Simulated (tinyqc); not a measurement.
Surface photovoltage measurement of the minority-carrier diffusion length in a wafer. Changing the back recombination velocity S_b. Computed by tinyqc, a small Python program. Command: `OMP_NUM_THREADS=1 python tinyqc.py 3130466 3130467 out.jsonl spv sweep`. One thread of a shared host (Intel(R) Xeon(R) Processor @ 2.30GHz), about 0.02 s of CPU time with the checks.

Low injection, steady light, a depletion layer much thinner than 1/alpha and L. The excess density dn is taken at the front edge of the neutral region; light that reaches the back is lost.

Inputs (values chosen for the exercise, modelled on p-type silicon at room temperature):
```
quantity                                              value               unit
diffusion length L                                      110         micrometre
wafer thickness W                                       775         micrometre
diffusivity D                                          24.1             cm^2/s
front recombination velocity S_f                        130               cm/s
photon flux entering                                6.5e+13         1/(cm^2 s)
minority density at the surface barrier scale n_0     4e+09             1/cm^3
temperature T                                           298                  K
wavelength                                              979                 nm
relative noise of each reading                            1                  %
diffusion length after pair splitting over L           0.41                  -
iron factor C                                      1.04e+16  micrometre^2/cm^3
```

normal deviates g for the noise: -1.49  -1.11  -1.51  -1.04  0.81  0.73  -2.06

Constants: k_B = 8.617333262e-05 eV/K.

Method:
- alpha = (84.732/lambda - 76.417)^2 per cm with lambda in micrometre (an empirical fit for silicon between 0.7 and 1.05 micrometre).
- Thick wafer: dn = Phi L/((S_f + D/L)(L + 1/alpha)). Finite wafer, with s = S_b L/D, w = W/L, a = alpha L: dn = [Phi a/(a^2 - 1)] [a - B - exp(-alpha W)(a - s)/(cosh w + s sinh w)]/(S_f + B D/L), B = (sinh w + s cosh w)/(cosh w + s sinh w).
- Photovoltage V = (k_B T/e) ln(1 + dn/n_0). Lifetime = L^2/D.
- Readings y = (Phi/dn) (1 + noise x g) at 780, 830, 880, 920, 950, 975 and 995 nm; a least-squares line y = c (1/alpha + L_app) gives L_app = intercept/slope.
- Splitting iron-boron pairs in boron-doped silicon shortens L; with nothing else changing, [Fe] = C (1/L_after^2 - 1/L^2). It is evaluated with the true lengths and with the apparent ones (without noise), which differ when the wafer is not thick against L.

One run for each value; columns: (1) back recombination velocity S_b (cm/s); (2) apparent length L_app (micrometre); (3) B; (4) dn, finite wafer (1/cm^3); (5) bias, apparent over true less 1 (rounded to 0.001) (%):
```
(1)          (2)     (3)         (4)     (5)
1.00e+00  110.26  1.0000  1.4854e+10   0.001
1.00e+01  110.26  1.0000  1.4854e+10   0.001
1.00e+02  110.26  1.0000  1.4854e+10   0.001
1.00e+03  110.26  1.0000  1.4854e+10   0.000
1.00e+04  110.25  1.0000  1.4854e+10  -0.001
1.00e+05  110.25  1.0000  1.4854e+10  -0.002
1.00e+06  110.25  1.0000  1.4854e+10  -0.002
1.00e+07  110.25  1.0000  1.4854e+10  -0.002
```

Describe the trends.

Over the rows, apparent length L_app (micrometre) falls from 110.259 to 110.251; B rises from 0.9999985 to 1.000002; dn, finite wafer (1/cm^3) falls from 1.485390e10 to 1.485366e10.

Extremes, crossings and ranges named in words are read from the listed rows.
